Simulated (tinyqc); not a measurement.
Single-domain magnet: Stoner-Wohlfarth switching, Neel-Arrhenius retention, LLG dynamics and spin torque: one step, computed by the program tinyqc. Command: `OMP_NUM_THREADS=1 python tinyqc.py 3018040 3018041 out.jsonl macro walk`. One thread of a shared host (Intel(R) Xeon(R) Processor @ 2.30GHz), about 0.02 s of CPU time with the checks.

The moment is uniform, with unit vector m; z is the easy axis. mu_0 = 1.25663706212e-6 T m/A, gamma = 1.76085963023e11 rad/(s T).

Problem. Spin-transfer switching. For axial symmetry and a polariser along z: I_c0 = (4 e alpha/(hbar eta)) K_eff V; relaxation time tau_D = (1 + alpha^2)/(alpha gamma mu_0 H_K); thermal start angle theta_0 = 1/sqrt(2 Delta); switching time about tau_D ln(pi/(2 theta_0))/(I/I_c0 - 1); precession frequency gamma mu_0 H_K/(2 pi (1 + alpha^2)).

Inputs (values chosen for the exercise, for a model magnet):
```
quantity                    value  unit
temperature T                 450     K
damping alpha               0.016     -
spin-torque efficiency eta   0.57     -
drive I/I_c0                  4.5     -
```

Shape: prolate spheroid, easy axis along it.

K_eff = 279.6392 kJ/m^3

volume V = 5654.867 nm^3

stability factor Delta = 254.5216

anisotropy field mu_0 H_K = 0.6362666 T

Constants: e = 1.602176634e-19 C; hbar = 1.054571817e-34 J s.

Give: critical current I_c0; Delta/I_c0; tau_D; switching time, estimate; precession frequency.

Solution.

critical current I_c0 = 269.7 microampere

Delta/I_c0 = 0.9435 1/microampere

tau_D = 0.5580 ns

switching time, estimate = 0.5688 ns

precession frequency = 17.83 GHz

Caution: a domain wall can cross the element at lower cost, so the single-domain barrier is an upper bound.
